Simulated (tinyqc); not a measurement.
Width and zero-phonon weight against temperature: configuration-coordinate model of a defect: Huang-Rhys factor and luminescence line shape. Computed by tinyqc, a small Python program. Command: `OMP_NUM_THREADS=1 python tinyqc.py 3001160 3001161 out.jsonl ccline walk`. One thread of a shared host (Intel(R) Xeon(R) Processor @ 2.30GHz), about 0.01 s of CPU time with the checks.

Ground state E_g(Q) = (1/2) omega_g^2 Q^2; excited state E_e(Q) = E_0 + (1/2) omega_e^2 (Q - dQ)^2 with omega_e = omega_g and E_0 = E_ZPL. Q is mass-weighted; the dipole does not depend on Q (Condon approximation).

Inputs (values chosen for the exercise, for a model defect in a wide-gap host): zero-phonon energy E_ZPL = 2.26 eV; displacement dQ = 0.87 u^(1/2) angstrom; ground-state phonon hbar omega_g = 28.5 meV.

Modes: equal frequencies in both states.

Constants: hbar^2/u = 4.18015928e-03 eV angstrom^2; k_B = 8.617333262e-05 eV/K.

Method:
- S = hbar omega dQ^2/(2 hbar^2/u) for each state; relaxation energy S hbar omega; absorption at E_0 + S_e hbar omega_e, emission at E_0 - S_g hbar omega_g; the Stokes shift is their difference.
- Overlaps <m_e|n_g> of harmonic-oscillator functions (Hermite recursion, positive leading coefficients) by a sum over an even grid (700 points from x = -9 to 9 + d for the small table, 1500 points from -16 to 16 + d for the thermal sums), with x = Q sqrt(omega_g/hbar), d = sqrt(2 S_g) and frequency ratio omega_e/omega_g.
- Initial levels m = 0..24 carry Boltzmann weights exp(-m hbar omega_e/k_B T), normalised; final levels n = 0..79; a line lies at E_ZPL + m hbar omega_e - n hbar omega_g with weight w_m <m|n>^2. Moments are taken over these weights without the E^3 factor; FWHM = 2 sqrt(2 ln 2) x standard deviation; the zero-phonon weight is the sum of w_m <m|m>^2.
- For comparison: FWHM(0) sqrt(coth(hbar omega_e/2 k_B T)) with FWHM(0) from the first row, and exp(-S_g coth(hbar omega_e/2 k_B T)).

S_g = 2.58024

Against temperature:
```
T (K),mean energy (eV),FWHM (eV),coth law (eV),zero-phonon weight,exp(-S coth)
17,2.1865,0.10780,0.10780,0.075756,7.5756e-02
50,2.1865,0.10795,0.10795,0.075907,7.5233e-02
99,2.1865,0.11169,0.11169,0.079599,6.2681e-02
170,2.1865,0.12449,0.12449,0.089081,3.2040e-02
260,2.1865,0.14378,0.14378,0.096302,1.0156e-02
400,2.1865,0.17232,0.17232,0.097926,1.3700e-03
560,2.1865,0.20123,0.20123,0.094584,1.2460e-04
```

What follows from these numbers?

The width grows by a factor 1.87, flat while k_B T is well below hbar omega and as sqrt(T) above; for equal frequencies the coth law is exact. The mean energy stays fixed, as it must for equal frequencies. The zero-phonon weight goes from 0.0758 to 0.0946; the single exponential assumes equal frequencies, leaves out lines that absorb and emit the same number of phonons, and falls to 1.25e-4. The rise of the weight is a feature of one sharp mode; with a spread of mode energies those lines leave the zero-phonon energy and the weight falls.
